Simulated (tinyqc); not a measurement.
Anisotropic wet etching of Si(100): plane rates, V-grooves, membranes and undercut: one step, computed by the program tinyqc. Command: `OMP_NUM_THREADS=1 python tinyqc.py 3026960 3026961 out.jsonl wetetch walk`. One thread of a shared host (Intel(R) Xeon(R) Processor @ 2.30GHz), about 0.01 s of CPU time with the checks.

A long slot opens the mask on a (100) wafer. The floor etches at R100; (111) walls stand at theta = arctan(sqrt2) = 54.7356 degrees to the surface and recede at R111 along their normal.

Task: Designing a membrane from the back side. Etch depth d - membrane, time = depth/R100; for a membrane as wide as w the opening must be w + sqrt2 depth - 2 u time; oxide mask consumed R_ox x time; a 1 K error changes the depth by the fraction E/(k_B T^2); a convex mask corner, such as that of a mesa, would retreat by c x depth.

Inputs (values chosen for the exercise, close to those used for tetramethylammonium hydroxide solutions):
```
quantity                                                                  value  unit
activation energy of (100), E                                             0.622    eV
corner undercut rate over (100) rate, c                                     3.4     -
bath temperature T                                                           85     C
width w (mask opening along <110>, or membrane width in the design step)      6    um
wafer thickness d                                                           380    um
membrane thickness wanted                                                    15    um
```

R100 = 0.9015188 um/min

lateral rate u = 0.05704327 um/min

R_ox = 4.702421e-04 um/min

Constants: k_B = 8.617333262e-05 eV/K.

Give: time to reach the membrane; opening needed; oxide consumed; depth error per kelvin; retreat of a convex corner.

Result:

time to reach the membrane = 404.87 min

opening needed = 476.00 um

oxide consumed = 190.39 nm

depth error per kelvin = 20.539 um

retreat of a convex corner = 1241 um

The error per kelvin is 137 % of the membrane, so a timed etch cannot hold it and an etch stop is needed. A corner retreat larger than the depth shows why mesas need compensation structures. Caution: the remaining silicon is too narrow for its thickness to act as a membrane. Caution: rates also depend on concentration, doping, additives and stirring, all held fixed here.
